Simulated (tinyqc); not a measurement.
# Resonant-tunnelling diode, transfer matrices and Tsu-Esaki current: effect of temperature at two biases

Emitter (band edge 0), barrier d1, well Lw, barrier d2, collector (edge -V). The bias drops linearly over these layers and none in the contacts; each layer is cut into ns equal slices, flat at the value of their centres. E is the energy of motion across the layers, C = hbar^2/(2 m0), psi and psi'/m are continuous. Transport is coherent, T(E) is taken as independent of the transverse momentum, and charge in the well is ignored.

The current at V = 0.324 V and at V = 0.496 V, Ef held fixed. For the pair (psi, psi'/m) a flat layer has M = [[cos kd, (m/k) sin kd], [-(k/m) sin kd, cos kd]] with k = sqrt(m (E - U)/C) above its edge U, and M = [[cosh Kd, (m/K) sinh Kd], [(K/m) sinh Kd, cosh Kd]] with K = sqrt(m (U - E)/C) below it. Later slices stand to the left. With M acting on (psi, psi'/m) and v = k/m in each lead, T(E) = 4 vL vR/[(vL vR M12 - M21)^2 + (vR M11 + vL M22)^2]. J = J0 times the integral over E > 0 of T(E) N(E), N = ln[(1 + exp((Ef - E)/Vt))/(1 + exp((Ef - V - E)/Vt))], J0 = q^2 mw m0 kB T/(2 pi^2 hbar^3) (times 1e-4 for A/cm^2 per eV). The integral is converged to the digits shown.

Values chosen for this exercise; masses and offsets close to those of GaN wells and AlGaN barriers:
- mw = 0.19 m0 (mass in the well, spacer and contacts)
- U1 = 0.6 eV (barrier height)
- m1 = 0.28 m0 (barrier mass)
- d1 = 1.4 nm (emitter barrier)
- Lw = 1.8 nm (well width)
- d2 = 1.4 nm (collector barrier)
- ns = 4 (slices in each layer)
- Ef = 0.084 eV (Fermi energy of both contacts above their band edges)

Constants: q = 1.602176634e-19 C, kB = 1.380649e-23 J/K, hbar = 1.054571817e-34 J s, m0 = 9.1093837015e-31 kg, Vt = kB T/q, hbar^2/(2 m0) = 0.0380998212 eV nm^2. Results are converted to the units shown.

Results:

| T (K) | J at 0.324 V (kA/cm^2) | J at 0.496 V (kA/cm^2) | ratio |
|---|---|---|---|
| 40 | 389.5 | 7.412 | 52.56 |
| 77 | 389.9 | 7.597 | 51.32 |
| 150 | 392.1 | 8.318 | 47.14 |
| 220 | 398.8 | 9.481 | 42.06 |
| 400 | 438.3 | 15.55 | 28.18 |

Estimate the missing row, T = 300 K.

Computed row:

| T (K) | J at 0.324 V (kA/cm^2) | J at 0.496 V (kA/cm^2) | ratio |
|---|---|---|---|
| 300 | 412.8 | 11.48 | 35.97 |

With this row back in the table: The first current rises from 390 to 438 kA/cm^2, the second rises from 7.41 to 15.6 kA/cm^2, and their ratio falls from 52.6 to 28.2. Heat lifts electrons to energies where the barriers transmit more, which raises the second current by a far larger factor than the first.

tinyqc, about 0.07 s, one thread, Intel Xeon 2.30GHz (shared host): `OMP_NUM_THREADS=1 python tinyqc.py 2600037 2600038 out.jsonl`
